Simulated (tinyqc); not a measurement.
Round or elliptic silicon nanowire with anisotropic valleys (Ritz method): one step. Lowest level in this basis. Two cases, with inputs chosen for the exercise.

Task: Solve H p = E S p for the wire level; give E, the ratios p2/p1 and p3/p1, and H11/S11.

Case 1.

S, lower triangle:
```
              1         u^2         v^2
1    1.04719755
u^2  0.13089969  0.03926991
v^2  0.13089969  0.01308997  0.03926991
```

H (meV), lower triangle:
```
             1       u^2        v^2
1    70.178028
u^2  11.696338  8.106940
v^2  11.696338  1.462042  12.361651
```

Case 2.

S, lower triangle:
```
              1         u^2         v^2
1    1.04719755
u^2  0.13089969  0.03926991
v^2  0.13089969  0.01308997  0.03926991
```

H (meV), lower triangle:
```
             1        u^2       v^2
1    81.895641
u^2  13.649274  15.986857
v^2  13.649274   1.706159  7.899371
```

Give: E; ratios; one function.

Result:

Case 1.

E = 64.4 meV

ratios: -0.55  -0.30

one function = 67.0 meV

The two added functions lower the level by 2.7 meV (4.0 %), mostly by narrowing the state along u, the direction in which the stretched ellipse is long.

Case 2.

E = 74.5 meV

ratios: -0.26  -0.75

one function = 78.2 meV

The two added functions lower the level by 3.7 meV (4.8 %), mostly by narrowing the state along v, the direction in which the stretched ellipse is long.

Computed by tinyqc, one run a case: `OMP_NUM_THREADS=1 python tinyqc.py N N+1 out.jsonl` with N = 1251120, 1251191; one thread of a shared Intel(R) Xeon(R) Processor @ 2.30GHz, about 0.06 s a run at most.
